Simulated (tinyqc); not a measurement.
Inside a calculation. Method: coherent transport through a tight-binding region between two chains. Computed by tinyqc, a small Python program that keeps every step. Settings: temperature = 300, mu = -0.4. Command: `OMP_NUM_THREADS=1 python tinyqc.py 23439 23440 out.jsonl` (the two numbers bound the seeds that draw the settings). One thread of a shared host (Intel(R) Xeon(R) Processor @ 2.60GHz), about 0.1 s of CPU time with the checks.

## Transmission at E = -0.67 eV

H of the central region (eV):
```
           1          2          3
1   0.000000  -1.520000   0.000000
2  -1.520000   1.270000  -1.400000
3   0.000000  -1.400000   0.000000
```

Leads: semi-infinite chains with site energy 0:
```
parameter                           value
lead hopping t (eV)              1.100000
coupling to the left lead (eV)   0.900000
coupling to the right lead (eV)  0.720000
left contact site                       1
right contact site                      3
```

E = -0.670000 eV

Surface Green function g = (E - i sqrt(4 t^2 - E^2)) / (2 t^2); self-energy tc^2 g on each contact site; G = (E - H - Sigma)^(-1); Gamma = -2 Im Sigma; T = Gamma_L Gamma_R |G_LR|^2; local density of states -Im G_ii / pi.

g = -0.276860-0.865907i 1/eV

G (1/eV):
```
                     1                   2                    3
1  -0.143572-0.471388i  0.398276-0.071986i   0.707775+0.412041i
2   0.398276-0.071986i  0.083578-0.204889i   0.397688-0.205762i
3   0.707775+0.412041i  0.397688-0.205762i  -0.217360-0.732485i
```

local density of states (1/eV): 0.150048  0.065218  0.233157

transmission = 0.844686

## Transmission across the band

The same steps on a grid of energies.

T(E):
```
E (eV)              T
-2.09000000  0.251292
-1.88100000  0.784989
-1.67200000  0.811707
-1.46300000  0.740050
-1.25400000  0.712786
-1.04500000  0.730491
-0.83600000  0.783929
-0.62700000  0.861911
-0.41800000  0.942542
-0.20900000  0.986446
0.00000000   0.951577
0.20900000   0.832531
0.41800000   0.670893
0.62700000   0.514325
0.83600000   0.385960
1.04500000   0.288096
1.25400000   0.214697
1.46300000   0.158436
1.67200000   0.112762
1.88100000   0.071647
2.09000000   0.027918
```

levels of the isolated region (eV): -1.526857  0.000000  2.796857

## Current

I = (2e/h) int T(E) [f(E - mu - V/2) - f(E - mu + V/2)] dE at 300 K with mu = -0.4 eV, the bias not changing H; 2e^2/h = 77.48092 microsiemens; the integral runs over the band on 4001 points.

Current:
```
V (volt)  I (microampere)
0.010000         0.734071
0.050000         3.669996
0.100000         7.337750
0.200000        14.657534
0.400000        29.170728
0.800000        57.182765
```
